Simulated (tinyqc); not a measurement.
Self-heating of a transistor with one or more fingers, with temperature-dependent conductivity. From one set of inputs to another, one input at a time. Computed by tinyqc, a small Python program. Command: `OMP_NUM_THREADS=1 python tinyqc.py 3015289 3015290 out.jsonl selfheat ladder`. One thread of a shared host (Intel(R) Xeon(R) Processor @ 2.30GHz), about 0.1 s of CPU time with the checks.

N long parallel fingers lie on the top face of a slab whose bottom is held at T_0; the top is otherwise insulated, and heat flows in two dimensions. P in W/mm is 1000 P in W/m.

The inputs printed are set A. Set A is modelled on gallium arsenide; the values taken over come from a set modelled on germanium. Inputs not listed in the table keep their values of set A, so the rows need not describe a real material.

Inputs (values chosen for the exercise, modelled on gallium arsenide): conductivity at the base temperature kappa_0 = 35.3 W/(m K); exponent m in kappa ~ T^-m = 1.33; base temperature T_0 = 358 K; power per gate width P = 0.25 W/mm; fingers N = 8; finger pitch s = 31 micrometre; width of the heat source w = 0.68 micrometre; substrate thickness t = 240 micrometre; power coefficient beta = 2.6 1e-3/K.

Power: power rises with temperature.

Method:
- A line source of power P on the top face raises the top at distance x by (P/(pi kappa_0)) g(x), g(x) = -ln tanh(pi x/(4 t)) (the image sum for the slab). On a strip of width w the centre sees the mean of g over the strip, g_0 = 1 + ln(8 t/(pi w)) for w much below t.
- theta_i = (P/(pi kappa_0)) [g_0 + sum over j != i of g(|i - j| s)], with equal powers and constant conductivity; thermal resistance = largest theta/P.
- Kirchhoff transformation for kappa = kappa_0 (T/T_0)^-m: T = T_0 [1 - (m - 1) theta/T_0]^(-1/(m - 1)), where theta is the linear rise.
- The bracket vanishes at the power P T_0/((m - 1) theta).
- The power follows P [1 + beta (T - T_0)] with T the peak temperature, for all fingers alike. Start at T_0 and repeat; stop when T changes by less than 1e-6 K, after 50 steps, or when the bracket falls below 0.05.

Each row keeps all changes above it:
```
input moved                                             from    to  thermal resistance (K mm/W)  true rise (K)  peak temperature with feedback (K)
set A                                                      -     -                       171.29         46.469                              411.57
substrate thickness t (micrometre)                       240   140                       134.82         35.930                              397.93
power per gate width P (W/mm)                           0.25  0.45                       134.82         68.205                              443.72
finger pitch s (micrometre)                               31    57                       103.69         51.016                              417.80
width of the heat source w (micrometre)                 0.68  0.64                       104.24         51.310                              418.21
power coefficient beta (1e-3/K)                          2.6   1.2                       104.24         51.310                              413.03
exponent m in kappa ~ T^-m                              1.33  1.17                       104.24         50.723                              412.31
conductivity at the base temperature kappa_0 (W/(m K))  35.3  56.9                        64.67         30.536                              389.76
```

Which inputs carry the difference?

Thermal resistance goes from 171 to 64.7, a factor 0.378 in all. The largest single move comes from conductivity at the base temperature kappa_0 (a factor 0.620). True rise goes from 46.5 to 30.5, a factor 0.657 in all. The largest single move comes from power per gate width P (a factor 1.90), but it runs against the net change; the largest move in the direction of the net change is conductivity at the base temperature kappa_0 (a factor 0.602). Peak temperature with feedback goes from 412 to 390, a factor 0.947 in all. The largest single move comes from power per gate width P (a factor 1.12), but it runs against the net change; the largest move in the direction of the net change is finger pitch s (a factor 0.942). The single moves hold for this order of the switches; the total does not depend on the order.

Extremes, crossings and ranges named in words are read from the listed rows.
